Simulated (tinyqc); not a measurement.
Deep-level transient spectroscopy (DLTS) of one majority-carrier trap. Inputs raised by 2 %, one at a time. Computed by tinyqc, a small Python program. Command: `OMP_NUM_THREADS=1 python tinyqc.py 3029201 3029202 out.jsonl dlts sens`. One thread of a shared host (Intel(R) Xeon(R) Processor @ 2.30GHz), about 0.1 s of CPU time with the checks.

A filling pulse loads the traps in a one-sided junction; under reverse bias they empty at the rate e, and the capacitance relaxes as C(t) = C_0 - dC exp(-e t). The signal is S = [C(t_2) - C(t_1)]/dC.

Inputs (values chosen for the exercise, with mass and screening modelled on ZnSe):
```
quantity                    value   unit
density-of-states mass m    0.146    m_0
valleys M                       1      -
trap depth E_t              0.414     eV
cross-section sigma_0     2.5e-14   cm^2
degeneracy ratio g            0.5      -
gate time t_1              0.0002      s
ratio t_2/t_1                   2      -
temperature T                 247      K
doping N                  7.2e+15  cm^-3
trap density N_t          2.3e+14  cm^-3
dielectric constant eps      9.33      -
built-in voltage V_b            1      V
reverse bias V_r              7.8      V
diode area                 0.0019   cm^2
capture barrier E_b         0.054     eV
```

Carriers: electrons. Extra term: capture barrier.

Constants: k_B = 8.617333262e-05 eV/K; k_B = 1.380649e-23 J/K; m_0 = 9.1093837015e-31 kg; h = 6.62607015e-34 J s; eps_0 = 8.8541878128e-12 F/m; e = 1.602176634e-19 C.

Method:
- e = g sigma v N_b exp(-E/k_B T), v = sqrt(3 k_B T/m), N_b = 2 M (2 pi m k_B T/h^2)^(3/2), sigma = sigma_0 exp(-E_b/k_B T), E = E_t.
- S(e) = exp(-e t_1) - exp(-e t_2) peaks at the rate window e_0 = ln(t_2/t_1)/(t_2 - t_1).
- T_p solves e(T) = e_0 (bisection between 15 and 1500 K); the half-height points solve S = S_max/2 on either side.
- W = sqrt(2 eps eps_0 (V_b + V_r)/(e N)), C_0 = eps eps_0 area/W. The pulse goes to zero bias, W_0 = W(V_r = 0). Traps within lambda = sqrt(2 eps eps_0 (E_t - E_F)/(e^2 N)) of the depletion edge stay filled, with E_F = k_B T_p ln(N_b/N) from the band, N_b = 2 M (2 pi m k_B T_p/h^2)^(3/2) (dopants taken as fully ionised). dC = C_0 (N_t/2N) f, f = [(W - lambda)^2 - max(W_0 - lambda, 0)^2]/W^2. The simple estimate is 2 N dC/C_0.

Runs:
```
input moved                        from         to  peak temperature T_p (K)  full width (K)  transient amplitude dC (fF)  emission rate e (1/s)
base run                              -          -                    289.17          34.120                       144.74                 102.41
trap depth E_t (eV)               0.414    0.42228                    293.79          34.613                       144.22                  69.41
cross-section sigma_0 (cm^2)    2.5e-14   2.55e-14                    288.89          34.058                       144.72                 104.46
gate time t_1 (s)                0.0002   0.000204                    288.89          34.058                       144.72                 102.41
ratio t_2/t_1                         2       2.04                    289.02          34.127                       144.73                 102.41
density-of-states mass m (m_0)    0.146    0.14892                    288.89          34.058                       144.79                 104.46
capture barrier E_b (eV)          0.054    0.05508                    289.77          34.184                       144.77                  97.35
trap density N_t (cm^-3)        2.3e+14  2.346e+14                    289.17          34.120                       147.63                 102.41
```

Exponents ln(y'/y) / ln(x'/x):
```
input                     peak temperature T_p  full width  transient amplitude dC  emission rate e
trap depth E_t                           0.800       0.725                  -0.182          -19.644
cross-section sigma_0                   -0.048      -0.091                  -0.005            1.000
gate time t_1                           -0.048      -0.091                  -0.005            0.000
ratio t_2/t_1                           -0.027       0.011                  -0.003            0.000
density-of-states mass m                -0.048      -0.091                   0.019            1.000
capture barrier E_b                      0.105       0.095                   0.011           -2.562
trap density N_t                         0.000       0.000                   1.000            0.000
```

To which inputs is each result most sensitive?

Among the inputs moved here: peak temperature T_p answers most in size to trap depth E_t (exponent +0.800), next to capture barrier E_b (+0.105); its exponent is below 0.0005 for trap density N_t. Full width answers most in size to trap depth E_t (exponent +0.725), next to capture barrier E_b (+0.095); its exponent is below 0.0005 for trap density N_t. Transient amplitude dC answers most in size to trap density N_t (exponent +1.000), next to trap depth E_t (-0.182). Its exponent +1.000 in trap density N_t: dC is linear in N_t. Emission rate e answers most in size to trap depth E_t (exponent -19.644), next to capture barrier E_b (-2.562); its exponent is below 0.0005 for gate time t_1, ratio t_2/t_1, trap density N_t. Its exponent +1.000 in cross-section sigma_0: e is linear in sigma. Its exponent +1.000 in density-of-states mass m: v N_b goes as m^(-1/2) m^(3/2).

Extremes, crossings and ranges named in words are read from the listed rows.
